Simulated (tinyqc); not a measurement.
Bulk transistor, scale length and short-channel effects: two steps of the calculation.

A gate, an insulator of thickness ti and a depleted layer of depth ts on a conducting body. Below threshold the potential that source and drain add obeys Laplace's equation and vanishes on the gate and at the bottom of the depleted layer. Its lowest mode decays along the channel as exp(-k y); k is the smallest positive root of the matching condition at the interface, and the scale length is Lambda = pi/k.

Inputs (values chosen for the exercise); permittivities: semiconductor made up, insulator close to that of silicon nitride: relative permittivity of the semiconductor eps_r = 20.5; relative permittivity of the insulator ei = 7.63; insulator thickness ti = 3.3 nm; depletion depth ts = 11 nm.

Task 1. Decay constant by Newton steps. f(k) = eps_r sin(k ti) cos(k ts) + ei cos(k ti) sin(k ts); f' by a central difference with +/- 1e-5 1/nm; k(new) = k - f/f'.

k at the start = 0.175 1/nm

Find: f; f'; k after iteration 1.

Result 1.

f = 2.114
f' = -172.4 nm
k after iteration 1 = 0.1873 1/nm

Task 2. Scale length against simple estimates. Lambda = pi/k and l = 1/k. A parabolic potential across the structure gives l(parabolic) = sqrt((eps_r/ei) ts ti).

k = 0.18677642 1/nm

Wanted: Lambda; l; l(parabolic).

Result 2.

Lambda = 16.82 nm
l = 5.354 nm
l(parabolic) = 9.876 nm

Computed by the program tinyqc: `OMP_NUM_THREADS=1 python tinyqc.py 2420021 2420022 out.jsonl`, one thread of a shared Intel Xeon 2.30GHz, about 0.01 s for the whole run.
